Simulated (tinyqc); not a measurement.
Grain-boundary trapping model (Seto) of a polycrystalline semiconductor film: one step, computed by the program tinyqc.

Grains of equal size L are joined by thin boundaries with one trap level. Trapped carriers deplete a width W on each side and raise a barrier, crossed by thermionic emission. Dopants are fully ionised, statistics are non-degenerate and mu_g does not depend on T.

Question. Resistivity and effective mobility. Boundary: sigma_b = L e^2 n_0 exp(-e V_B/k_B T)/sqrt(2 pi m k_B T); drift through the grain, depleted parts included: rho_g = [(1 - 2W/L) + (2W/L) int_0^1 exp(y^2 s^2) ds]/(e n_0 mu_g); rho = 1/sigma_b + rho_g. Mean carrier density n_av = n_0 [(1 - 2W/L) + (2W/L) (sqrt(pi)/2) erf(y)/y], y = sqrt(e V_B/k_B T); effective mobility 1/(e n_av rho).

Inputs (values chosen for the exercise, modelled on polycrystalline silicon): effective mass m = 0.43 m_0; grain size L = 270 nm; doping N = 5.1e+15 1/cm^3; mobility inside the grains mu_g = 120 cm^2/(V s); temperature T = 300 K.

Grain interior: resistance included.

depletion width W = 135 nm

barrier V_B = 0.07187594 V

E_F = -0.3031679 eV

centre density n_0 = 1.695206e+14 1/cm^3

Constants: k_B = 8.617333262e-05 eV/K; m_0 = 9.1093837015e-31 kg; k_B = 1.380649e-23 J/K; e = 1.602176634e-19 C.

Give: boundary resistivity; drift resistivity rho_g; resistivity rho; mean carrier density; effective mobility.

Answer.

boundary resistivity = 138.6 ohm cm

drift resistivity rho_g = 1131 ohm cm

resistivity rho = 1270 ohm cm

mean carrier density = 8.844e+13 1/cm^3

effective mobility = 55.57 cm^2/(V s)

A single crystal with the same N and mu_g would have 10.2 ohm cm, a factor 125 lower.
